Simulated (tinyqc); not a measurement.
Born-von Karman spring model of a cubic crystal with one atom per cell: one step, computed by the program tinyqc. Command: `OMP_NUM_THREADS=1 python tinyqc.py 3027057 3027058 out.jsonl springs walk`. One thread of a shared host (Intel(R) Xeon(R) Processor @ 2.30GHz), about 0.1 s of CPU time with the checks.

First neighbours lie at a/2 (1,1,0) (12 of them), second at a (1,0,0) (6), with all permutations and signs; the volume per atom is Omega = a^3/4. Two shells of springs match a real metal only roughly, above all at the zone boundary.

Question. Dynamical matrix at q. A neighbour at R with unit vector n couples by the matrix K(R) = kL n n^T + kT (1 - n n^T), and D(q) = (1/M) sum_R K(R) [1 - cos(q.R)].

Inputs (values chosen for the exercise, modelled on aluminium): atomic mass M = 26.98 u; radial spring k1L = 1.32 eV/angstrom^2; transverse spring k1T = -0.079 eV/angstrom^2; radial spring k2L = 0.14 eV/angstrom^2; transverse spring k2T = -0.0082 eV/angstrom^2.

Lattice: fcc.

wave vector q (2 pi/a): [0.74, 0.23, 0]

Give: D(q).

Answer.

D(q) (eV/(angstrom^2 u)), rows x, y, z:
$$\begin{pmatrix}
0.3018 & 0.0500 & 0.0000 \\
0.0500 & 0.1509 & 0.0000 \\
0.0000 & 0.0000 & 0.1591
\end{pmatrix}$$
